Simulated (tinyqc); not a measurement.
UHF in the sto-6g basis, for H4+, spin multiplicity 2, step by step. One step of it, computed by the program tinyqc.

Problem. Iteration 1: diagonalisation and new density. Diagonalise F' = X^T F X, C = X C', fill 2 alpha and 1 beta electrons from the bottom; D(s) = C_occ C_occ^T; the new density keeps 0.7 of the old one (damping). Each column has its largest component positive (the first on a tie).

F(alpha) (hartree), lower triangle:
```
           1H 1s      2H 1s      3H 1s      4H 1s
1H 1s  -0.674421
2H 1s  -0.748336  -0.768149
3H 1s  -0.122154  -0.370325  -0.768149
4H 1s  -0.008519  -0.122154  -0.748336  -0.674421
```

F(beta) (hartree), lower triangle:
```
           1H 1s      2H 1s      3H 1s      4H 1s
1H 1s  -0.413194
2H 1s  -0.525675  -0.505911
3H 1s  -0.181206  -0.420572  -0.505911
4H 1s  -0.073112  -0.181206  -0.525675  -0.413194
```

X, lower triangle:
```
           1H 1s      2H 1s      3H 1s     4H 1s
1H 1s   1.160629
2H 1s  -0.371407   1.214312
3H 1s   0.047427  -0.215974   1.214312
4H 1s  -0.012825   0.047427  -0.371407  1.160629
```

D(alpha) at the start, lower triangle:
```
           1H 1s      2H 1s     3H 1s     4H 1s
1H 1s   0.149048
2H 1s   0.277099   0.563959
3H 1s  -0.097232  -0.024487  0.563959
4H 1s  -0.089078  -0.097232  0.277099  0.149048
```

D(beta) at the start, lower triangle:
```
          1H 1s     2H 1s     3H 1s     4H 1s
1H 1s  0.029985
2H 1s  0.089933  0.269736
3H 1s  0.089933  0.269736  0.269736
4H 1s  0.029985  0.089933  0.089933  0.029985
```

overlap S, lower triangle:
```
          1H 1s     2H 1s     3H 1s     4H 1s
1H 1s  1.000000
2H 1s  0.562238  1.000000
3H 1s  0.079458  0.312745  1.000000
4H 1s  0.016701  0.079458  0.562238  1.000000
```

Give: F' = X^T F X; orbital energies; coefficients C; F' = X^T F X; orbital energies; coefficients C; D(alpha) after iteration 1; D(beta) after iteration 1.

Solution.

F' = X^T F X (alpha) (hartree), lower triangle:
```
         1        2        3        4
1  -0.3715
2  -0.5309  -0.4118
3   0.0643  -0.2314  -0.4118
4  -0.0003   0.0643  -0.5309  -0.3715
```

orbital energies (alpha) (hartree): MO1 -0.9936, MO2 -0.8786, MO3 -0.0215, MO4 0.3270

coefficients C (alpha):
```
          MO1      MO2      MO3      MO4
1H 1s  0.3040   0.4393   0.7866  -0.7637
2H 1s  0.4271   0.4307  -0.6070   0.9618
3H 1s  0.4271  -0.4307  -0.6070  -0.9618
4H 1s  0.3040  -0.4393   0.7866   0.7637
```

F' = X^T F X (beta) (hartree), lower triangle:
```
         1        2        3        4
1  -0.1784
2  -0.4120  -0.1694
3   0.0083  -0.3478  -0.1694
4  -0.0338   0.0083  -0.4120  -0.1784
```

orbital energies (beta) (hartree): MO1 -0.7962, MO2 -0.4334, MO3 0.0669, MO4 0.4672

coefficients C (beta):
```
          MO1      MO2      MO3      MO4
1H 1s  0.2731   0.5162   0.7979  -0.7139
2H 1s  0.4504   0.3285  -0.5899   1.0013
3H 1s  0.4504  -0.3285  -0.5899  -1.0013
4H 1s  0.2731  -0.5162   0.7979   0.7139
```

D(alpha) after iteration 1, lower triangle:
```
         1H 1s    2H 1s   3H 1s   4H 1s
1H 1s   0.1900
2H 1s   0.2897   0.5051
3H 1s  -0.0859  -0.0181  0.5051
4H 1s  -0.0925  -0.0859  0.2897  0.1900
```

D(beta) after iteration 1, lower triangle:
```
        1H 1s   2H 1s   3H 1s   4H 1s
1H 1s  0.0434
2H 1s  0.0999  0.2497
3H 1s  0.0999  0.2497  0.2497
4H 1s  0.0434  0.0999  0.0999  0.0434
```
